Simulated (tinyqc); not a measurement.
Single-domain magnet: Stoner-Wohlfarth switching, Neel-Arrhenius retention, LLG dynamics and spin torque: one step, computed by the program tinyqc.

The moment is uniform, with unit vector m; z is the easy axis. mu_0 = 1.25663706212e-6 T m/A, gamma = 1.76085963023e11 rad/(s T).

Problem. Spin-transfer switching. For axial symmetry and a polariser along z: I_c0 = (4 e alpha/(hbar eta)) K_eff V; relaxation time tau_D = (1 + alpha^2)/(alpha gamma mu_0 H_K); thermal start angle theta_0 = 1/sqrt(2 Delta); switching time about tau_D ln(pi/(2 theta_0))/(I/I_c0 - 1); precession frequency gamma mu_0 H_K/(2 pi (1 + alpha^2)).

Inputs (values chosen for the exercise, for a model magnet):
```
quantity                    value  unit
temperature T                  77     K
damping alpha               0.068     -
spin-torque efficiency eta   0.66     -
drive I/I_c0                    5     -
```

Shape: prolate spheroid, easy axis along it.

K_eff = 366.6060 kJ/m^3

volume V = 287.9793 nm^3

stability factor Delta = 99.30860

anisotropy field mu_0 H_K = 0.7259524 T

Constants: e = 1.602176634e-19 C; hbar = 1.054571817e-34 J s.

Give: critical current I_c0; Delta/I_c0; tau_D; switching time, estimate; precession frequency.

Solution.

critical current I_c0 = 66.10 microampere

Delta/I_c0 = 1.502 1/microampere

tau_D = 0.1156 ns

switching time, estimate = 0.08949 ns

precession frequency = 20.25 GHz
